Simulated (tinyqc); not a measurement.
Luttinger-Kohn k.p, four valence bands, step by step. One step of it, computed by the program tinyqc.

Task: Bloch Hamiltonian at k. P = c g1 k^2, Q = c g2 (kx^2 + ky^2 - 2 kz^2), R = c sqrt3 [-g2 (kx^2 - ky^2) + 2i g3 kx ky], S = 2 c sqrt3 g3 (kx - i ky) kz, c = hbar^2/2m = 3.809982 eV angstrom^2; rows [P+Q, -S, R, 0], [-S*, P-Q, 0, R], [R*, 0, P-Q, S], [0, R*, S*, P+Q]. The path ends lie at |k| = 0.04 1/angstrom.

Luttinger parameters chosen for this model; energies are counted downward from the top of the valence band:
```
parameter      value  unit
g1         18.630000
g2          7.390000
g3          8.710000
```

k point k (1/angstrom): [0.018000, 0.045000, 0.011000]

Give: H(k) at k.

Result:

H(k) at k (eV), order 3/2, 1/2, -1/2, -3/2:
```
[[0.235, -0.023+0.057i, 0.083+0.093i, 0.000],
 [-0.023-0.057i, 0.116, 0.000, 0.083+0.093i],
 [0.083-0.093i, 0.000, 0.116, 0.023-0.057i],
 [0.000, 0.083-0.093i, 0.023+0.057i, 0.235]]
```
